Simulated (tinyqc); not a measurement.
Threshold-voltage variability of a planar MOSFET, analytic estimates: effect of the metal grain size.

Three independent sources add in quadrature: random dopants in the depleted layer, metal-gate grains of two orientations, and roughness of the two gate edges acting through the roll-off VT = VT(long) - Vr exp(-L/l). These are first-order estimates: no three-dimensional electrostatics, no percolation.

ni = sqrt(Nc Nv) exp(-Eg/(2 Vt)), Eg in volts; Cox = 3.9 eps0/ti; Wd = sqrt(4 eps0 eps_r Vt ln(Na/ni)/(q Na)); dopants: s1 = (q/Cox) sqrt(Na Wd/(3 L W)). Grains: Ng = L W/G^2 (at least 1), s2 = dW sqrt(p (1 - p)/Ng). Edges, with exponential correlation and u = W/La: the mean gate length has sL^2 = 2 De^2 (2/u)[1 - (1 - exp(-u))/u]; s3 = sL (Vr/l) exp(-L/l). s = sqrt(s1^2 + s2^2 + s3^2). l and Vr are held fixed.

Parameters, values chosen for the exercise; material values close to those of silicon: temperature T = 300 K; band gap Eg = 1.13 eV; relative permittivity of the semiconductor eps_r = 11.6; conduction-band density of states at T Nc = 2.78e19 cm^-3; valence-band density of states at T Nv = 2.69e19 cm^-3; channel doping Na = 2.5e18 cm^-3; oxide-equivalent thickness in inversion ti = 1.9 nm; gate length L = 20 nm; gate width W = 91 nm; work-function difference of the two grain orientations dW = 0.15 eV; share of the orientation of higher work function p = 0.6; rms roughness of one gate edge De = 2 nm; correlation length of the roughness La = 15 nm; decay length of the threshold roll-off l = 4.6 nm; prefactor of the roll-off Vr = 1 V.

Constants: q = 1.602176634e-19 C, kB = 1.380649e-23 J/K, Vt = kB T/q, eps0 = 8.8541878128e-14 F/cm where lengths are in cm. Results are converted to the units shown.

The same in every row: s1 (mV) = 28.43; s3 (mV) = 4.174.

Effect of the metal grain size:

| G (nm) | s2 (mV) | s (mV) | s sqrt(L W) (mV um) |
|---|---|---|---|
| 2 | 3.445 | 28.94 | 1.235 |
| 3 | 5.168 | 29.20 | 1.246 |
| 5 | 8.613 | 30.00 | 1.280 |
| 7 | 12.06 | 31.16 | 1.329 |
| 10 | 17.23 | 33.50 | 1.429 |
| 14 | 24.12 | 37.51 | 1.600 |
| 20 | 34.45 | 44.86 | 1.914 |

As G goes from 2 to 20 nm, s rises from 28.9 to 44.9 mV. The largest source is the dopants in the first row and the grains in the last. In every row the depletion depth exceeds L, so source and drain share much of the charge and s1 is rough.

Program tinyqc, `OMP_NUM_THREADS=1 python tinyqc.py 2090007 2090008 out.jsonl`; Intel Xeon 2.30GHz, shared host, one thread, about 0.01 s.
